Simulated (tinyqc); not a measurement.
Small-signal admittance of a forward-biased p+-n diode: one step of the calculation.

Holes injected into a neutral base of width wb with an ohmic contact at its end; low injection, p0 far above the equilibrium density. A small voltage v exp(i w t), w = 2 pi f, modulates the edge density by p0 v/Vt, and the small-signal density obeys Dp d2p/dx2 = (1/tau + i w) p.

Question. The same by finite differences. 8 equal intervals, h = wb/8; u = small-signal density over its edge value, u_0 = 1, u_8 = 0; u_(i-1) + b u_i + u_(i+1) = 0 with b = -2 - h^2 (1/tau + i w)/Dp; Y = (q Dp p0/(Vt h)) (-b/2 - u_1), which includes the half box at the edge.

Parameters, values chosen for the exercise; permittivity close to that of 4H silicon carbide: temperature T = 300 K; hole diffusion coefficient Dp = 2.8 cm^2/s; hole lifetime tau = 2e-8 s; width of the neutral base wb = 0.9 um; excess hole density at the junction edge p0 = 7.4e11 cm^-3; signal frequency f = 2.2e7 Hz.

Constants: q = 1.602176634e-19 C, kB = 1.380649e-23 J/K, Vt = kB T/q. Results are converted to the units shown.

Find: b; u; Y on the mesh.

Answer.

b = -2.002-0.006i

| node | u |
|---|---|
| 1 | 0.8697-0.0133i |
| 2 | 0.7414-0.0213i |
| 3 | 0.6150-0.0246i |
| 4 | 0.4901-0.0242i |
| 5 | 0.3664-0.0208i |
| 6 | 0.2438-0.0151i |
| 7 | 0.1217-0.0079i |

Y on the mesh = 0.1500+0.0188i S/cm^2

Computed by the program tinyqc: `OMP_NUM_THREADS=1 python tinyqc.py 2890160 2890161 out.jsonl`, one thread of a shared Intel Xeon 2.30GHz, about 0.01 s for the whole run.
